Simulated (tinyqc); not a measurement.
Thermal, flicker and telegraph noise of a field-effect transistor. From one set of inputs to another, one input at a time. Computed by tinyqc, a small Python program. Command: `OMP_NUM_THREADS=1 python tinyqc.py 3020287 3020288 out.jsonl noise ladder`. One thread of a shared host (Intel(R) Xeon(R) Processor @ 2.30GHz), about 0.01 s of CPU time with the checks.

Strong inversion, threshold roll-off and channel-length modulation left out; noise sources are uncorrelated and are given as one-sided spectral densities.

The inputs printed are set A. Set A is modelled on a high-k silicon transistor; the values taken over come from a set modelled on a silicon n-channel. Inputs not listed in the table keep their values of set A, so the rows need not describe a real material.

Inputs (values chosen for the exercise, modelled on a high-k silicon transistor):

| quantity | value | unit |
|---|---|---|
| width W | 27 | micrometre |
| length L | 780 | nm |
| electrical oxide thickness t | 4.5 | nm |
| mobility mu | 85 | cm^2/(V s) |
| saturation velocity v_s | 0.79 | 1e7 cm/s |
| overdrive V_ov | 0.8 | V |
| thermal noise factor gamma | 1.1 | - |
| oxide trap density N_t | 9.5e+16 | 1/(eV cm^3) |
| oxide barrier phi | 1.6 | eV |
| oxide mass m_ox | 0.22 | m_0 |
| frequency f | 3000 | Hz |
| temperature T | 400 | K |

Operating region: saturation. Flicker model: number fluctuation.

Constants: eps_0 = 8.8541878128e-12 F/m; hbar = 1.054571817e-34 J s; m_0 = 9.1093837015e-31 kg; e = 1.602176634e-19 C; k_B = 8.617333262e-05 eV/K; k_B = 1.380649e-23 J/K.

Method:
- C_ox = 3.9 eps_0/t; V_c = 2 v_s L/mu; I = W C_ox v_s V_ov^2/(V_ov + V_c); g_m = W C_ox v_s V_ov (V_ov + 2 V_c)/(V_ov + V_c)^2; g_d0 = mu C_ox (W/L) V_ov.
- Tunnelling length lambda = hbar/(2 sqrt(2 m_ox phi)); flat-band noise S_Vfb = e^2 k_B T lambda N_t/(W L C_ox^2 f). S_I = g_m^2 S_Vfb.
- Thermal: S_I = 4 k_B T gamma g_d0; input-referred S_V = S_I/g_m^2; corner f_c where flicker equals thermal.
- Total input noise from 1 Hz to f_c: sqrt(S_V,thermal [f_c ln(f_c/1 Hz) + f_c - 1 Hz]).

Each row keeps all changes above it:

| input moved | from | to | corner frequency f_c (Hz) | flicker S_I/I^2 (1/Hz) | input noise up to f_c (microvolt) |
|---|---|---|---|---|---|
| set A | - | - | 7.060e+05 | 2.203e-14 | 12.7 |
| width W (micrometre) | 27 | 0.26 | 7.060e+05 | 2.288e-12 | 129.4 |
| temperature T (K) | 400 | 300 | 7.060e+05 | 1.716e-12 | 112.1 |
| length L (nm) | 780 | 110 | 1.590e+07 | 9.475e-12 | 329.0 |
| mobility mu (cm^2/(V s)) | 85 | 88 | 1.601e+07 | 9.397e-12 | 329.1 |
| oxide barrier phi (eV) | 1.6 | 2.7 | 1.232e+07 | 7.234e-12 | 286.6 |
| overdrive V_ov (V) | 0.8 | 0.4 | 9.631e+06 | 3.313e-11 | 284.5 |
| oxide trap density N_t (1/(eV cm^3)) | 9.5e+16 | 8.6e+15 | 8.719e+05 | 2.999e-12 | 79.4 |

Where does the difference come from?

Corner frequency f_c goes from 706000 to 872000, a factor 1.23 in all. The largest single move comes from length L (a factor 22.5), and oxide trap density N_t works against it (a factor 0.0905). Flicker S_I/I^2 goes from 2.20e-14 to 3.00e-12, a factor 136 in all. The largest single move comes from width W (a factor 104), and oxide trap density N_t works against it (a factor 0.0905). Input noise up to f_c goes from 12.7 to 79.4, a factor 6.25 in all. The largest single move comes from width W (a factor 10.2), and oxide trap density N_t works against it (a factor 0.279). The single moves hold for this order of the switches; the total does not depend on the order.

Caution (rows width W, temperature T, length L, mobility mu, oxide barrier phi, overdrive V_ov, oxide trap density N_t): fewer than one trap per decade of time constant is active, so one device shows telegraph steps and the 1/f law is only a mean over many devices.

Extremes, crossings and ranges named in words are read from the listed rows.
